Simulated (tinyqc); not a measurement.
# Which input was changed?

Model: Raman shift of the zone-centre optical phonon of a diamond-structure crystal under stress. Computed by tinyqc, a small Python program. Command: `OMP_NUM_THREADS=1 python tinyqc.py 3029815 3029816 out.jsonl ramanstress which`. One thread of a shared host (Intel(R) Xeon(R) Processor @ 2.30GHz), about 0.08 s of CPU time with the checks.

Axes x, y, z are the cube axes. Strain shifts the threefold optical mode and can split it; p, q and r are the phonon deformation potentials.

Inputs (values chosen for the exercise, modelled on diamond):
```
quantity                              value      unit
unstrained frequency omega_0           1334      1/cm
p/omega_0^2                            -2.7         -
q/omega_0^2                           -1.71         -
r/omega_0^2                           -1.99         -
C11                                    1092       GPa
C12                                   126.2       GPa
C44                                   584.7       GPa
stress sigma (tension positive)        0.23       GPa
polarisation angle phi                   45    degree
temperature coefficient d omega/dT  -0.0099  1/(cm K)
local temperature T                     400         K
laser wavelength                      457.9        nm
```

Stress state: uniaxial. Axis: [110].

Constants: h = 6.62607015e-34 J s; c = 299792458 m/s; k_B = 1.380649e-23 J/K.

Method:
- S11 = (C11 + C12)/D, S12 = -C12/D, D = (C11 - C12)(C11 + 2 C12), S44 = 1/C44.
- Uniaxial stress along the unit vector n of the axis: sigma_ij = sigma n_i n_j.
- eps_xx = S11 sigma_xx + S12 (sigma_yy + sigma_zz), and cyclic; eps_xy = S44 sigma_xy/2 (tensor strain).
- Secular matrix: M_xx = p eps_xx + q (eps_yy + eps_zz), M_xy = 2 r eps_xy; its eigenvalues are omega^2 - omega_0^2, and the shifts are these over 2 omega_0.
- gamma = -(p + 2q)/(6 omega_0^2); the mean of the three shifts is -gamma omega_0 x (volume strain).
- Backscattering from a (001) surface: incident polarisation (cos phi, sin phi, 0). With Raman tensors (R_z)_xy = (R_z)_yx = 1 and cyclic, only the z component u_z of a mode counts: I = u_z^2 sin^2(2 phi) for parallel and u_z^2 cos^2(2 phi) for crossed polarisers. An unresolved line sits at the intensity-weighted shift, which is M_zz/(2 omega_0).
- A temperature above 300 K shifts the line by (d omega/dT)(T - 300 K); divided by the shift per stress it poses as a stress; the total shift adds it to the shift of the observed line. The anti-Stokes to Stokes ratio is [(omega_L + omega_0)/(omega_L - omega_0)]^3 exp(-h c omega_0/(k_B T)) in photon counts, omega_L = 1/wavelength, resonance effects left out.

Task: One of these inputs alone was changed, within the range given: p/omega_0^2 (-5.4 to -1.35); C11 (546 to 2184); C12 (63.1 to 252.4); stress sigma (tension positive) (0.115 to 0.46). Which one, and to what value?

Results:
```
run     shift of the observed line (1/cm)  mean shift (1/cm)  anti-Stokes/Stokes ratio
before                         -0.1803672         -0.2327852                0.01189829
after                          -0.1615463         -0.2084946                0.01189829
```

Result:

Each candidate set to reproduce shift of the observed line, and what it then gives:
```
candidate                              range searched  value needed  mean shift (1/cm)  anti-Stokes/Stokes ratio
p/omega_0^2                             -5.4 to -1.35        -3.962           -0.28080                  0.011898
C11 (GPa)                                 546 to 2184          1268           -0.20590                  0.011898
C12 (GPa)                               63.1 to 252.4         175.8           -0.21680                  0.011898
stress sigma (tension positive) (GPa)   0.115 to 0.46        0.2060           -0.20849                  0.011898
```

Only stress sigma (tension positive) fits every result: it went from 0.23 to 0.206 GPa. The next best candidate, C11, misses one result by 1.2 %.
